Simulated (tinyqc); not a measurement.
# Inputs raised by 5 %, one at a time

Model: non-radiative capture by multiphonon emission, one effective mode. Computed by tinyqc, a small Python program. Command: `OMP_NUM_THREADS=1 python tinyqc.py 3022909 3022910 out.jsonl capture sens`. One thread of a shared host (Intel(R) Xeon(R) Processor @ 2.30GHz), about 0.06 s of CPU time with the checks.

The initial state (free carrier plus empty centre) lies dE above the final state; both have the same frequency and are displaced by dQ.

Inputs (values chosen for the exercise, for a model semiconductor):
```
quantity                     value                   unit
energy released dE            1.29                     eV
phonon energy hbar omega      56.6                    meV
Huang-Rhys factor S           4.21                      -
electron-phonon coupling W  0.0035  eV/(u^(1/2) angstrom)
cell volume V                 1320             angstrom^3
degeneracy g                     1                      -
broadening b                    33                    meV
carrier mass m                1.01                    m_0
dielectric constant eps       5.86                      -
temperature T                  300                      K
defect density N_t           7e+14                  cm^-3
```

Centre: attractive.

Constants: hbar^2/u = 4.18015928e-03 eV angstrom^2; k_B = 8.617333262e-05 eV/K; hbar = 6.582119569e-16 eV s; Ry = 13.605693123 eV; k_B = 1.380649e-23 J/K; m_0 = 9.1093837015e-31 kg.

Method:
- dQ = sqrt(2 S (hbar^2/u)/hbar omega); relaxation energy lambda = S hbar omega; phonons needed P = dE/hbar omega; classical barrier E_b = (dE - lambda)^2/(4 lambda); occupation n = 1/(exp(hbar omega/k_B T) - 1).
- Huang-Rhys weight for a net emission of p phonons: L_p = exp(-S (2n + 1)) ((n + 1)/n)^(p/2) I_p(2 S sqrt(n (n + 1))), I_p the modified Bessel function.
- M_p = sum_m w_m <m_i|Q|(m + p)_f>^2 with Q counted from the final minimum and Boltzmann weights w_m for m = 0..24; <m_i|Q|k_f> = sqrt((hbar^2/u)/(2 hbar omega)) [sqrt(k) <m|k-1> + sqrt(k+1) <m|k+1>], with overlaps of oscillators displaced by d = sqrt(2 S) summed on 1500 points from -16 to 16 + d.
- The delta function is a Gaussian of standard deviation b at dE - p hbar omega.
- C_0 = V (2 pi/hbar) g W^2 sum_p M_p Gaussian_p. The sum runs over the seven p from round(P) - 3 to round(P) + 3; 1 angstrom^3 = 1e-24 cm^3.
- Sommerfeld factor of an attractive centre: s(k) = 2 pi nu/(1 - exp(-2 pi nu)), nu = sqrt(Ry*/E), Ry* = Ry m/eps^2, averaged over (2/sqrt(pi)) sqrt(x) exp(-x) dx with x = E/k_B T = t^2 (trapezoid, t to 6 in steps of 0.01).
- C = s C_0; v = sqrt(3 k_B T/m); sigma = C/v; tau = 1/(C N_t).

Runs:
```
input moved                                           from        to  cross-section sigma (cm^2)  classical barrier E_b (eV)  capture time (s)  Sommerfeld factor s
base run                                                 -         -                  6.6040e-23                      1.1605             1.861               27.894
energy released dE (eV)                               1.29    1.3545                  1.1608e-23                      1.3072            10.590               27.894
Huang-Rhys factor S                                   4.21    4.4205                  1.4723e-22                      1.0803             0.835               27.894
electron-phonon coupling W (eV/(u^(1/2) angstrom))  0.0035  0.003675                  7.2809e-23                      1.1605             1.688               27.894
temperature T (K)                                      300       315                  7.6274e-23                      1.1605             1.573               27.221
carrier mass m (m_0)                                  1.01    1.0605                  6.9342e-23                      1.1605             1.817               28.582
dielectric constant eps                               5.86     6.153                  6.2895e-23                      1.1605             1.954               26.565
defect density N_t (cm^-3)                           7e+14  7.35e+14                  6.6040e-23                      1.1605             1.773               27.894
```

Exponents ln(y'/y) / ln(x'/x):
```
input                       cross-section sigma  classical barrier E_b  capture time  Sommerfeld factor s
energy released dE                      -35.634                  2.440        35.634                  0.0
Huang-Rhys factor S                      16.433                 -1.467       -16.433                  0.0
electron-phonon coupling W                2.000                  0.000        -2.000                  0.0
temperature T                             2.953                  0.000        -3.453                 -0.5
carrier mass m                            1.000                  0.000        -0.500                  0.5
dielectric constant eps                  -1.000                  0.000         1.000                 -1.0
defect density N_t                        0.000                  0.000        -1.000                  0.0
```

To which inputs is each result most sensitive?

Among the inputs moved here: cross-section sigma answers most in size to energy released dE (exponent -35.634), next to Huang-Rhys factor S (+16.433); its exponent is below 0.0005 for defect density N_t. Classical barrier E_b answers most in size to energy released dE (exponent +2.440), next to Huang-Rhys factor S (-1.467); its exponent is below 0.0005 for electron-phonon coupling W, temperature T, carrier mass m, dielectric constant eps, defect density N_t. Capture time answers most in size to energy released dE (exponent +35.634), next to Huang-Rhys factor S (-16.433). Its exponent -1.000 in defect density N_t: tau = 1/(C N_t). Sommerfeld factor s answers most in size to dielectric constant eps (exponent -1.000), next to temperature T (-0.500); its exponent is below 0.0005 for energy released dE, Huang-Rhys factor S, electron-phonon coupling W, defect density N_t. Its exponent -0.500 in temperature T: the attractive limit s = 4 sqrt(pi Ry*/k_B T). Its exponent +0.500 in carrier mass m: the attractive limit, s goes as sqrt(Ry*).

Caution (all rows): the largest term is not the one nearest energy conservation, so C_0 depends strongly on the broadening b. Caution (all rows): the effective Bohr radius is under 10 angstrom, so the effective-mass Sommerfeld factor is rough.

Extremes, crossings and ranges named in words are read from the listed rows.
